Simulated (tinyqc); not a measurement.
# Worked calculation: admittance spectroscopy of a deep trap

Program tinyqc, `OMP_NUM_THREADS=1 python tinyqc.py 2050097 2050098 out.jsonl`; Intel Xeon 2.30GHz, shared host, one thread, about 0.01 s. Printed values are rounded.

Schottky contact on an n-type layer with shallow donors Nd (all ionised) and a donor-like deep trap, neutral when filled and positive when empty; depletion approximation. Traps within lam of the depletion edge stay filled. The traps at xt = W - lam, where the level crosses the Fermi level, follow a slow signal and not a fast one. w = 2 pi f.

Values chosen for this exercise; material values close to those of 4H silicon carbide:
```
symbol    value   unit                                      meaning
eps_r      9.64                               relative permittivity
Nc      1.73e19  cm^-3   conduction-band density of states at 300 K
vth       1.9e7   cm/s                    thermal velocity at 300 K
Nd       1.6e15  cm^-3                        shallow donor density
Vbi        1.33      V                             built-in voltage
Et         0.57     eV  depth of the trap below the conduction edge
sn      3.5e-16   cm^2                        capture cross-section
Nt       1.3e14  cm^-3                                 trap density
Vr            0      V                                 reverse bias
f          2500     Hz                             signal frequency
T           392      K                                  temperature
```

Constants: q = 1.602176634e-19 C, kB = 1.380649e-23 J/K, eps0 = 8.8541878128e-14 F/cm where lengths are in cm. Results are converted to the units shown.

## Widths and limiting capacitances

lam = sqrt(2 eps0 eps_r (EF - ET)/(q Nd)), EF - ET = Et - (kB T/q) ln(Nc(T)/Nd), Nc(T) = Nc (T/300 K)^1.5. In the steady state at the band bending V, 2 eps0 eps_r V/q = Nd W^2 + Nt (W - lam)^2 (the second term only if W > lam). V = Vbi + Vr. C_HF = eps0 eps_r/W, C_LF = eps0 eps_r (Nd + Nt)/(Nd W + Nt xt).

lam = 402.0060 nm
W = 929.0383 nm
xt = 527.0323 nm
C_HF = 9.187390 nF/cm^2
C_LF = 9.496167 nF/cm^2

The step is 3.36 % of C_HF.

## Admittance at the signal frequency

Emission rate en = sn vth(T) Nc(T) exp(-Et/kB T) = sn g T^2 exp(-Et/kB T), g = vth Nc/(300 K)^2, as vth goes as T^0.5 and Nc as T^1.5 (degeneracy factor 1). Inflection frequency w0 = 2 en [1 + Nt xt/(Nd W)]; C = C_HF + (C_LF - C_HF)/(1 + (w/w0)^2), G/w = (C_LF - C_HF)(w/w0)/(1 + (w/w0)^2).

en = 9224.620 1/s
w0/(2 pi) = 3071.628 Hz
C = 9.373128 nF/cm^2
G/w = 0.1511720 nF/cm^2

The signal lies near the inflection, where the loss is largest.
